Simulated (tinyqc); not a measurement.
## MOS inversion layer, Poisson-Schroedinger loop: effect of the sheet density of electrons

Electrons confined at an insulator interface at z = 0, treated as a hard wall; parabolic valleys, Hartree approximation, no image or exchange terms. The depletion charge lies far deeper than the electrons and gives a uniform field q Nd/(eps0 eps_r); the gate balances all charge. Energies are counted from the band edge at the interface.

Schroedinger equation -(C/mz) psi'' + (V0 + U) psi = E psi, C = hbar^2/(2 m0), psi(0) = 0, on a uniform mesh of 800 nodes with a far wall at 53 nm, 8 levels a set; V0 = q Nd z/(eps0 eps_r); dU/dz = q (Ns - integral of n from 0 to z)/(eps0 eps_r), U(0) = 0; N_k = g md m0 q Vt/(pi hbar^2) ln(1 + exp((EF - E_k)/Vt)), g the number of valleys of the set, sum N_k = Ns. Triangular well: E_k = a_k (C F^2/mz)^(1/3), a_1 = 2.338107, a_2 = 4.087949, C = hbar^2/(2 m0), F in eV/nm. Fang-Howard (all electrons in the lowest level of set A): b^3 = 6 (mz1/C) q (Nd + 11 Ns/32)/(eps0 eps_r), centroid 3/b, level C b^2/(4 mz1) + (3/b) q (Nd + 11 Ns/16)/(eps0 eps_r). The centroid adds 3.9 z_av/eps_r to an oxide-equivalent thickness. Shares under 0.0001 % are printed as 0.

Inputs (values chosen for the exercise); masses and permittivity close to those of silicon (111):
```
symbol   value   unit                                     meaning
T          400      K                                 temperature
eps_r     11.7                              relative permittivity
mz1      0.259     m0  mass along z of valley set A (6 valley(s))
md1      0.357     m0    in-plane density-of-states mass of set A
Nd      3.8e11  cm^-2           sheet density of depletion charge
```

Constants: q = 1.602176634e-19 C, kB = 1.380649e-23 J/K, hbar = 1.054571817e-34 J s, m0 = 9.1093837015e-31 kg, Vt = kB T/q, eps0 = 8.8541878128e-14 F/cm where lengths are in cm, hbar^2/(2 m0) = 0.0380998212 eV nm^2. Results are converted to the units shown.

Effect of the sheet density of electrons:

| Ns (cm^-2) | A1 (meV) | A2 (meV) | EF (meV) | share of A1 (%) | share of A2 (%) | centroid z_av (nm) | added oxide equivalent (nm) | Fang-Howard centroid (nm) |
|---|---|---|---|---|---|---|---|---|
| 1e11 | 45.8 | 77.9 | -172 | 55.7 | 21.9 | 7.08 | 2.36 | 4.69 |
| 2.1e11 | 51.6 | 85.8 | -139 | 57.6 | 21.4 | 6.76 | 2.25 | 4.56 |
| 4.5e11 | 63.2 | 101 | -99.3 | 61.2 | 20.2 | 6.20 | 2.07 | 4.31 |
| 9.7e11 | 85.2 | 131 | -47.5 | 67.0 | 18.1 | 5.38 | 1.79 | 3.91 |
| 2.1e12 | 125 | 182 | 23.2 | 74.8 | 14.7 | 4.38 | 1.46 | 3.39 |
| 4.4e12 | 190 | 263 | 119 | 82.8 | 10.6 | 3.43 | 1.14 | 2.83 |
| 9.4e12 | 303 | 398 | 263 | 89.8 | 6.57 | 2.59 | 0.864 | 2.28 |
| 2e13 | 491 | 616 | 485 | 94.8 | 3.45 | 1.94 | 0.647 | 1.81 |

Read the table: what changes, and by how much?

As Ns goes from 1e11 to 2e13, A1 rises from 45.8 to 491 meV, the share of A1 rises from 55.7 to 94.8 % and the centroid falls from 7.08 to 1.94 nm. A1 goes as Ns^(0.64) between the last two rows (a triangular well in the field of that charge alone gives 2/3). The Fang-Howard centroid is 34 % below the full one in the first row, where A1 holds 55.7 %, and 6.8 % below it in the last, where A1 holds 94.8 %. For Ns = 1e11, 2.1e11, 4.5e11 the eighth level of a set still holds over 0.4 % of the electrons, so more levels and a farther wall would raise the centroid.

Program tinyqc, `OMP_NUM_THREADS=1 python tinyqc.py 2160062 2160063 out.jsonl`; Intel Xeon 2.30GHz, shared host, one thread, about 0.5 s.
